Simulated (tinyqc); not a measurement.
Inside a calculation. Model: three-phonon processes in a diatomic chain: dispersion, energy and momentum conservation, and decay channels of optical phonons. Computed by tinyqc, a small Python program that keeps every step. Command: `OMP_NUM_THREADS=1 python tinyqc.py 3120126 3120127 out.jsonl threeph walk`. One thread of a shared host (Intel(R) Xeon(R) Processor @ 2.30GHz), about 0.05 s of CPU time with the checks. Intermediate numbers are printed to about 7 digits and carried at full precision; extremes and crossings named in words are read from the listed rows.

Cell length a, two atoms, one spring constant. x = q a/pi runs from -1 to 1; A and O are the acoustic and optical branches. Matrix elements are not computed: only conservation laws and occupation factors are followed.

Inputs (values chosen for the exercise, for a model chain): light mass m = 27 u; heavy mass M = 165 u; spring constant k = 2.8 eV/angstrom^2; temperature T = 500 K; wave number of the decaying phonon q a/pi = 0.17.

Constants: nu for 1 eV/(angstrom^2 u) = 15.6333042 THz; h x 1 THz = 4.135667696 meV; k_B = 8.617333262e-05 eV/K.

## Band edges

omega^2 = k (1/m + 1/M) -/+ k sqrt((1/m + 1/M)^2 - 4 sin^2(pi x/2)/(m M)); nu = 15.6333042 THz x sqrt(omega^2) for eV/(angstrom^2 u). Acoustic top sqrt(2 k/M), optical bottom sqrt(2 k/m), optical top sqrt(2 k (1/m + 1/M)).

acoustic top = 2.880069 THz

optical bottom = 7.119720 THz

optical top = 7.680183 THz

optical top over twice the acoustic top = 1.333333

optical bottom over twice the acoustic top = 1.236033

optical width over acoustic top = 0.1946005

The zone-centre optical phonon lies above twice the acoustic top (M/m > 3), so its decay into two acoustic phonons is forbidden; at M/m > 4 energy alone forbids it for every optical phonon.

## Dispersion

The formulas are those given above.

Branches:
```
x     nu_A (THz)  nu_O (THz)
0.10    0.418284    7.668784
0.20    0.829902    7.635212
0.35    1.419471    7.547868
0.50    1.952001    7.427981
0.65    2.396048    7.296860
0.80    2.714406    7.184512
0.90    2.837863    7.136648
1.00    2.880069    7.119720
```

## All channels at the given wave number

Processes for O(x): decay O -> A + A and O -> O + A with x = x' + x'' (mod 2), and absorption O + A -> O with x + x' = x'' (mod 2). Roots of the energy mismatch in x' are bracketed on 4001 points from -1 to 1 and refined. A process is umklapp (U) if the sum of wave numbers leaves (-1, 1]. Weight = occupation factor/|d mismatch/dx'|, the factor being 1 + n' + n'' for decay and n' - n'' for absorption. Pairs that differ only by exchanging two acoustic products count once, and the trivial root x' = 0 is left out.

nu_O(x) = 7.647524 THz

Channels:
```
process  x'  x''  nu' (THz)  nu'' (THz)  type  weight (1/THz)
none      -    -          -           -     -               -
```

No three-phonon channel is open for this phonon in the chain; four-phonon processes, or other branches in three dimensions, would set its lifetime.

## Phase space against the mass ratio

Total weight summed over channels and averaged over x = 0.05, 0.15, ..., 0.95, with m and k fixed; share of those x with an open channel.

Optical phonons:
```
M/m  weight, A + A (1/THz)  weight, with O (1/THz)  share open
1.1               0.873419                       0         1.0
1.5               1.892864                       0         1.0
2.0               1.096935                       0         0.8
2.5               0.622356                       0         0.5
2.9               0.480642                       0         0.2
3.3               0.000000                       0         0.0
3.7               0.000000                       0         0.0
4.2               0.000000                       0         0.0
6.0               0.000000                       0         0.0
```

The A + A channel closes between M/m = 2.9 and 3.3 on this grid: energy conservation alone would allow it up to M/m = 4, where the optical bottom passes twice the acoustic top, but momentum must be conserved too. No channel with a second optical phonon opens at any ratio. A large gap that shuts such channels is one reason why crystals with very unequal masses can conduct heat well.

Checks made by the program: band edges against the dispersion (relative difference below 1e-10).
